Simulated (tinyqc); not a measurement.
Crystal pulling from the melt: segregation, interface stability, heat balance and point-defect regime: one step, computed by the program tinyqc. Command: `OMP_NUM_THREADS=1 python tinyqc.py 3007064 3007065 out.jsonl pull walk`. One thread of a shared host (Intel(R) Xeon(R) Processor @ 2.30GHz), about 0.01 s of CPU time with the checks.

A dilute solute; steady pulling with a flat interface unless it is found unstable.

Task: Concentration at the frozen fraction g. Axial profile: C_s = k_eff C0 (1 - g)^(k_eff - 1); bulk melt C_L = C_s/k_eff. Usable fraction: the g at which C_s has changed by 30 % from its first value (0.99 at most).

Inputs (values chosen for the exercise, modelled on gallium in silicon): initial melt concentration C0 = 9.8e+18 1/cm^3; frozen fraction g = 0.28.

Loss from the melt surface: none.

k_eff = 0.01100796

Give: C_s; C_L; usable fraction.

Result:

C_s = 1.4929e+17 1/cm^3

C_L = 1.3562e+19 1/cm^3

usable fraction = 0.23301

C_s rises along the crystal.
